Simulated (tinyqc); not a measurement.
## Capacitance measurement on a leaky thin oxide: effects of series resistance and leakage: readings against frequency

The device is a capacitance C in parallel with a leakage conductance G, in series with Rs and Ls. An impedance meter reports either a parallel pair (Cp, Gp) from Y = 1/Z = Gp + i w Cp or a series pair (Cs, Rm) from Z = Rm + 1/(i w Cs); w = 2 pi f, dissipation D = Gp/(w |Cp|).

EOT = 3.9 tox/eox; CET = EOT + zc + zp; C = 3.9 eps0 A/CET; G = Jg A/Vs. Z = Rs + i w Ls + 1/(G + i w C); CET read from Cp = 3.9 eps0 A/Cp; errors under 0.001 % are printed as 0.

Parameters, values chosen for the exercise; values of the order met in thin-oxide MOS capacitors:

| symbol | value | unit | meaning |
|---|---|---|---|
| eox | 3.9 |  | relative permittivity of the gate insulator (close to silicon dioxide) |
| tox | 1.1 | nm | insulator thickness |
| A | 400 | um^2 | gate area |
| zc | 0.36 | nm | oxide-equivalent thickness added by the accumulation layer |
| zp | 0.25 | nm | oxide-equivalent thickness added by gate depletion |
| Jg | 0.011 | A/cm^2 | gate leakage current density, not matched to the thickness |
| Vs | 0.43 | V | voltage for an e-fold rise of the leakage |
| Rs | 21 | ohm | series resistance |
| Ls | 0 | nH | series inductance |

Constants: eps0 = 8.8541878128e-14 F/cm where lengths are in cm. Results are converted to the units shown.

The same in every row: C (pF) = 8.078.

Readings against frequency:

| f (Hz) | Cp (pF) | Cs (pF) | D | error of Cp (%) | error of Cs (%) | CET read from Cp (nm) |
|---|---|---|---|---|---|---|
| 1000 | 8.077 | 40.91 | 2.016 | 0 | 406 | 1.710 |
| 3000 | 8.077 | 11.73 | 0.6721 | 0 | 45.2 | 1.710 |
| 10000 | 8.077 | 8.406 | 0.2016 | 0 | 4.06 | 1.710 |
| 30000 | 8.077 | 8.114 | 0.06724 | 0 | 0.452 | 1.710 |
| 1e5 | 8.077 | 8.081 | 0.02027 | 0 | 0.0406 | 1.710 |
| 3e5 | 8.077 | 8.078 | 0.007040 | 0 | 4.52e-3 | 1.710 |
| 1e6 | 8.077 | 8.078 | 0.003082 | 0 | 0 | 1.710 |
| 3e6 | 8.077 | 8.078 | 0.003869 | -1.45e-3 | 0 | 1.710 |
| 1e7 | 8.077 | 8.078 | 0.01086 | -0.0118 | 0 | 1.710 |
| 3e7 | 8.069 | 8.078 | 0.03204 | -0.103 | 0 | 1.712 |

D goes from 2.02 through a minimum of 0.00308 (at f = 1e6 Hz among the rows listed) to 0.0320; without inductance its minimum lies at f = sqrt(G (1 + G Rs)/Rs)/(2 pi C) = 1.38e6 Hz. The error of Cp goes from 0 to -0.103 % and that of Cs from 406 to 0 %; at low frequency Cp tends to C/(1 + G Rs)^2 and Cs grows as 1 + (G/(w C))^2. One of the two readings is within 2 % of C for f = 1000, 3000, 10000, 30000, 1e5, 3e5, 1e6, 3e6, 1e7, 3e7 Hz. For f = 1000 D exceeds 1, where the accuracy of real meters degrades in proportion to sqrt(1 + D^2).

Numbers from tinyqc (`OMP_NUM_THREADS=1 python tinyqc.py 2022098 2022099 out.jsonl`; about 0.01 s on one thread of a shared Intel Xeon 2.30GHz).
